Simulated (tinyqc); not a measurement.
Square on-chip spiral inductor, lumped pi model: two steps of the calculation.

Outer diameter do = di + 2 n wd + 2 (n - 1) sp, mean da = (do + di)/2, fill p = (do - di)/(do + di), length l = 4 n da. L = 2.34 mu0 n^2 da/(1 + 2.75 p), mu0 = 4 pi 1e-7 H/m. Rs = rho l/(wd delta (1 - exp(-th/delta))), delta = sqrt(rho/(pi f mu0)). Cs = n wd^2 eps0 eo/hu across the coil. At each end Cox = l wd eps0 eo/(2 ho) leads to the substrate branch Rsi = 2 rs he/(l wd) in parallel with Csi = l wd eps0 11.7/(2 he). With one end grounded Y = 1/(Rs + i w L) + i w Cs + 1/[1/(i w Cox) + 1/(1/Rsi + i w Csi)], w = 2 pi f; Q = -Im Y/Re Y. Eddy currents in neighbouring turns and in the substrate are left out.

Parameters, values chosen for the exercise; values of the order met in silicon radio-frequency processes: number of turns n = 3.5; line width wd = 15 um; space between turns sp = 3 um; inner diameter di = 40 um; metal thickness th = 4 um; metal resistivity rho = 1.9 uohm cm; oxide below the coil ho = 9.1 um; oxide between coil and underpass hu = 1.1 um; relative permittivity of the oxide eo = 3; substrate resistivity rs = 1000 ohm cm; effective spreading depth in the substrate he = 30 um; frequency f = 1.8 GHz.

Constants: eps0 = 8.8541878128e-12 F/m. Results are converted to the units shown.

Question 1. Geometry and model elements. do, l, L, delta, Rs, Cs, Cox, Rsi and Csi as defined.

Wanted: do; l; L; delta; Rs; Cs; Cox; Rsi; Csi.

Answer 1.

do = 160.0 um
l = 1400 um
L = 1.359 nH
delta = 1.635 um
Rs = 1.187 ohm
Cs = 19.02 fF
Cox = 30.65 fF
Rsi = 2.857e4 ohm
Csi = 36.26 fF

Question 2. Admittance, quality factor and apparent inductance. Series branch 1/(Rs + i w L), substrate branch, total Y, Q = -Im Y/Re Y, apparent inductance Im(1/Y)/w, metal-only value w L/Rs, share of the loss in the substrate Re(substrate branch)/Re Y.

L = 1.3593019 nH
Rs = 1.1873466 ohm
Cs = 19.016381 fF
Cox = 30.649112 fF
Rsi = 28571.429 ohm
Csi = 36.257899 fF

Give: series branch; substrate branch; Y; Q; apparent inductance; w L/Rs; share of the loss in the substrate.

Answer 2.

series branch = 4.99-64.66i mS
substrate branch = 0.0073+0.1882i mS
Y = 5.00-64.26i mS
Q = 12.85
apparent inductance = 1.368 nH
w L/Rs = 12.95
share of the loss in the substrate = 0.1465 %

Q is 99.2 % of the metal-only value.

Computed by the program tinyqc: `OMP_NUM_THREADS=1 python tinyqc.py 2302239 2302240 out.jsonl`, one thread of a shared Intel Xeon 2.30GHz, about 0.01 s for the whole run.
